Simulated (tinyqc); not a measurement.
Inside a calculation. Method: Hueckel theory of the pi electrons with the omega technique, for the molecule Nc1ccc2[nH]ccc2c1 (SMILES; centres numbered as the heavy atoms are written). Computed by tinyqc, a small Python program that keeps every step. Settings: charge = 0, omega = 1.0, damping = 0.7. Command: `OMP_NUM_THREADS=1 python tinyqc.py 20556 20557 out.jsonl` (the two numbers bound the seeds that draw the settings). One thread of a shared host (Intel(R) Xeon(R) Processor @ 2.60GHz), about 0.01 s of CPU time with the checks.

## The Hueckel matrix

Centres:
```
centre,"z_r, pi electrons of the neutral centre",h
1N,2,1.58000
2C,1,0.00000
3C,1,0.00000
4C,1,0.00000
5C,1,0.00000
6N,2,1.58000
7C,1,0.00000
8C,1,0.00000
9C,1,0.00000
10C,1,0.00000
```

Bonds:
```
i,j,k
1,2,0.90000
2,3,1
3,4,1
4,5,1
5,6,0.90000
6,7,0.90000
7,8,1
8,9,1
9,10,1
10,2,1
9,5,1
```

H_rr = alpha + h_r beta, H_rs = k_rs beta for bonded centres.

Hueckel matrix in units of beta (H = alpha + beta A), lower triangle:
```
,1N,2C,3C,4C,5C,6N,7C,8C,9C,10C
1N,1.58000
2C,0.90000,0.00000
3C,0.00000,1.00000,0.00000
4C,0.00000,0.00000,1.00000,0.00000
5C,0.00000,0.00000,0.00000,1.00000,0.00000
6N,0.00000,0.00000,0.00000,0.00000,0.90000,1.58000
7C,0.00000,0.00000,0.00000,0.00000,0.00000,0.90000,0.00000
8C,0.00000,0.00000,0.00000,0.00000,0.00000,0.00000,1.00000,0.00000
9C,0.00000,0.00000,0.00000,0.00000,1.00000,0.00000,0.00000,1.00000,0.00000
10C,0.00000,1.00000,0.00000,0.00000,0.00000,0.00000,0.00000,0.00000,1.00000,0.00000
```

## Orbitals, round 1

pi electrons, sum of z_r less the charge = 12

Diagonalise; E = alpha + x beta with beta < 0, so the largest x are filled first; degenerate levels share their electrons. P = sum n_i c_ri c_si; each orbital has its largest coefficient positive (the first on a tie).

x values: 2.62818  2.23543  1.52337  1.30272  0.63612  0.57739  -0.84698  -1.22574  -1.49143  -2.17907

occupations: 2.00000  2.00000  2.00000  2.00000  2.00000  2.00000  0.00000  0.00000  0.00000  0.00000

coefficients:
```
,MO1,MO2,MO3,MO4,MO5,MO6,MO7,MO8,MO9,MO10
1N,0.16322,0.67979,0.50222,-0.19179,0.35930,-0.21770,0.03497,-0.17276,-0.08461,-0.08670
2C,0.19009,0.49506,-0.03160,0.05909,-0.37682,0.24252,-0.09429,0.53858,0.28876,0.36213
3C,0.15599,0.25438,-0.16727,0.44808,-0.42357,-0.19293,-0.40526,-0.19915,-0.39910,-0.31999
4C,0.21987,0.07359,-0.22321,0.52463,0.10737,-0.35392,0.43753,-0.29447,0.30648,0.33514
5C,0.42187,-0.08988,-0.17277,0.23537,0.49188,-0.01142,0.03468,0.56010,-0.05798,-0.41031
6N,0.62442,-0.35227,0.48390,0.11072,-0.09174,0.31607,-0.19662,-0.25331,0.15030,0.07652
7C,0.30536,-0.16666,0.14232,-0.26948,-0.39567,-0.34068,0.49555,0.22960,-0.45494,0.09071
8C,0.24057,-0.05553,-0.21870,-0.45070,-0.16913,-0.48118,-0.24275,-0.05345,0.54325,-0.26654
9C,0.32690,0.04254,-0.47548,-0.31766,0.28808,0.06286,-0.28994,-0.16408,-0.35527,0.49009
10C,0.19671,0.24049,-0.33287,-0.19849,-0.13950,0.52889,0.45365,-0.30552,0.04459,-0.39110
```

charge and bond-order matrix P, lower triangle:
```
,1N,2C,3C,4C,5C,6N,7C,8C,9C,10C
1N,1.90851
2C,0.30434,0.97304
3C,-0.16350,0.60034,1.06886
4C,-0.02236,-0.02003,0.69645,1.03121
5C,0.11014,-0.26611,-0.05768,0.61009,1.02674
6N,-0.03507,0.09356,-0.09132,-0.12054,0.37762,1.73745
7C,-0.01658,0.04317,0.18801,-0.08036,-0.26988,0.43407,0.97303
8C,0.04422,-0.10889,0.04500,0.02662,-0.07902,-0.24505,0.80778,1.14411
9C,-0.01155,-0.02772,-0.27029,0.04634,0.56490,-0.16536,-0.04947,0.48894,1.04521
10C,-0.19756,0.67215,0.03130,-0.34209,-0.00499,0.07006,-0.19778,-0.06934,0.57783,1.09183
```

## Omega technique, round 1

h_r = h_r(0) + omega q_r, omega = 1, with q_r = z_r - P_rr; 0.7 of the old diagonal is kept.

matrix after round 1, lower triangle:
```
,1N,2C,3C,4C,5C,6N,7C,8C,9C,10C
1N,1.60745
2C,0.90000,0.00809
3C,0.00000,1.00000,-0.02066
4C,0.00000,0.00000,1.00000,-0.00936
5C,0.00000,0.00000,0.00000,1.00000,-0.00802
6N,0.00000,0.00000,0.00000,0.00000,0.90000,1.65876
7C,0.00000,0.00000,0.00000,0.00000,0.00000,0.90000,0.00809
8C,0.00000,0.00000,0.00000,0.00000,0.00000,0.00000,1.00000,-0.04323
9C,0.00000,0.00000,0.00000,0.00000,1.00000,0.00000,0.00000,1.00000,-0.01356
10C,0.00000,1.00000,0.00000,0.00000,0.00000,0.00000,0.00000,0.00000,1.00000,-0.02755
```

## Orbitals, round 2

As before.

x values: 2.65520  2.25657  1.53865  1.28683  0.63478  0.56758  -0.85653  -1.22458  -1.50603  -2.19246

occupations: 2.00000  2.00000  2.00000  2.00000  2.00000  2.00000  0.00000  0.00000  0.00000  0.00000

coefficients:
```
,MO1,MO2,MO3,MO4,MO5,MO6,MO7,MO8,MO9,MO10
1N,0.14787,0.69096,0.50006,-0.18114,0.37590,-0.17943,0.03125,-0.17034,-0.08467,-0.08471
2C,0.17215,0.49835,-0.03823,0.06453,-0.40625,0.20732,-0.08555,0.53602,0.29291,0.35768
3C,0.14293,0.25462,-0.17842,0.44669,-0.39917,-0.23247,-0.40778,-0.19230,-0.40708,-0.31783
4C,0.21032,0.08147,-0.23999,0.51951,0.14462,-0.34407,0.42640,-0.30450,0.31176,0.33259
5C,0.41747,-0.07001,-0.19309,0.22670,0.49233,0.03397,0.04654,0.56234,-0.05952,-0.40825
6N,0.65736,-0.33237,0.46688,0.11437,-0.11788,0.29717,-0.19489,-0.24534,0.14348,0.07340
7C,0.31032,-0.15076,0.13078,-0.27396,-0.35821,-0.39427,0.49812,0.22366,-0.44501,0.09416
8C,0.22984,-0.03985,-0.22003,-0.45326,-0.11840,-0.48804,-0.25529,-0.05489,0.54467,-0.27327
9C,0.30988,0.05912,-0.47884,-0.32891,0.27794,0.09617,-0.29050,-0.15881,-0.35173,0.49315
10C,0.17967,0.24406,-0.33014,-0.20114,-0.19374,0.50996,0.45362,-0.31512,0.03979,-0.39301
```

charge and bond-order matrix P, lower triangle:
```
,1N,2C,3C,4C,5C,6N,7C,8C,9C,10C
1N,1.91132
2C,0.29816,0.98328
3C,-0.16281,0.60222,1.06001
4C,-0.02124,-0.02116,0.69588,1.03531
5C,0.10942,-0.26797,-0.05373,0.61144,1.02280
6N,-0.03467,0.09311,-0.08983,-0.12150,0.37108,1.75171
7C,-0.01434,0.03879,0.18981,-0.07375,-0.27400,0.41778,0.98990
8C,0.04319,-0.10843,0.04043,0.02644,-0.07279,-0.24262,0.81512,1.12094
9C,-0.01196,-0.02618,-0.27088,0.04229,0.56645,-0.16262,-0.04548,0.48693,1.04696
10C,-0.19556,0.67326,0.03133,-0.34214,-0.00398,0.06847,-0.20153,-0.06112,0.57908,1.07778
```

## Omega technique, round 2

As before.

matrix after round 2, lower triangle:
```
,1N,2C,3C,4C,5C,6N,7C,8C,9C,10C
1N,1.62582
2C,0.90000,0.01068
3C,0.00000,1.00000,-0.03246
4C,0.00000,0.00000,1.00000,-0.01715
5C,0.00000,0.00000,0.00000,1.00000,-0.01246
6N,0.00000,0.00000,0.00000,0.00000,0.90000,1.70962
7C,0.00000,0.00000,0.00000,0.00000,0.00000,0.90000,0.00869
8C,0.00000,0.00000,0.00000,0.00000,0.00000,0.00000,1.00000,-0.06655
9C,0.00000,0.00000,0.00000,0.00000,1.00000,0.00000,0.00000,1.00000,-0.02358
10C,0.00000,1.00000,0.00000,0.00000,0.00000,0.00000,0.00000,0.00000,1.00000,-0.04262
```

## Convergence

Each round sets h_r = h_r(0) + omega (z_r - P_rr), keeping the share named as damping of the old diagonal; repeat until output and input diagonals agree to 1e-6.

Rounds:
```
round,sum n x,largest |h(out) - h(in)|
1,17.80644,2.63e-01
2,17.87920,1.70e-01
3,17.92904,1.10e-01
4,17.96256,7.16e-02
5,17.98497,4.67e-02
6,17.99989,3.05e-02
7,18.00983,1.99e-02
8,18.01643,1.31e-02
9,18.02082,8.54e-03
10,18.02373,5.59e-03
11,18.02567,3.66e-03
12,18.02696,2.40e-03
13,18.02782,1.57e-03
14,18.02839,1.03e-03
15,18.02877,6.75e-04
16,18.02902,4.43e-04
17,18.02919,2.90e-04
18,18.02930,1.90e-04
19,18.02938,1.25e-04
20,18.02942,8.17e-05
21,18.02946,5.35e-05
22,18.02948,3.51e-05
23,18.02949,2.30e-05
24,18.02950,1.51e-05
25,18.02951,9.88e-06
26,18.02952,6.47e-06
27,18.02952,4.24e-06
28,18.02952,2.78e-06
29,18.02952,1.82e-06
30,18.02952,1.20e-06
31,18.02952,8.17e-07
```

Converged in 31 rounds.

## Energy, charges, bond orders

final x values: 2.71373  2.29361  1.56508  1.25982  0.63165  0.55087  -0.87725  -1.22790  -1.53253  -2.21708

occupations: 2.00000  2.00000  2.00000  2.00000  2.00000  2.00000  0.00000  0.00000  0.00000  0.00000

final P, lower triangle:
```
,1N,2C,3C,4C,5C,6N,7C,8C,9C,10C
1N,1.91597
2C,0.28893,0.99290
3C,-0.16085,0.60534,1.05183
4C,-0.02012,-0.02096,0.69439,1.03553
5C,0.10779,-0.27149,-0.04859,0.61482,1.02090
6N,-0.03342,0.09135,-0.08587,-0.12172,0.35657,1.77542
7C,-0.01122,0.03278,0.19197,-0.06518,-0.27922,0.39413,1.00189
8C,0.04089,-0.10639,0.03529,0.02449,-0.06464,-0.23548,0.82482,1.09690
9C,-0.01252,-0.02345,-0.27228,0.03734,0.56972,-0.15772,-0.03856,0.48285,1.04445
10C,-0.19118,0.67424,0.02920,-0.34154,-0.00302,0.06531,-0.20634,-0.05170,0.58112,1.06422
```

E = sum n x; q_r = z_r - P_rr; bond order p = P_rs; free valence = sqrt(3) - sum of p over the bonds of the atom.

pi energy = 12 alpha + this times beta = 18.02952

pi charges: 1N 0.08403, 2C 0.00710, 3C -0.05183, 4C -0.03553, 5C -0.02090, 6N 0.22458, 7C -0.00189, 8C -0.09690, 9C -0.04445, 10C -0.06422

Bond orders and lengths from R = 1.517 - 0.180 p (angstrom, C-C alone):
```
bond,p,R
1-2,0.28893,-
2-3,0.60534,1.40804
3-4,0.69439,1.39201
4-5,0.61482,1.40633
5-6,0.35657,-
6-7,0.39413,-
7-8,0.82482,1.36853
8-9,0.48285,1.43009
9-10,0.58112,1.41240
10-2,0.67424,1.39564
9-5,0.56972,1.41445
```

free valence of the carbons: 2C 0.16354, 3C 0.43232, 4C 0.42284, 5C 0.19094, 7C 0.51310, 8C 0.42438, 9C 0.09836, 10C 0.47669

gap between the highest filled and the next level = 1.42813 |beta|
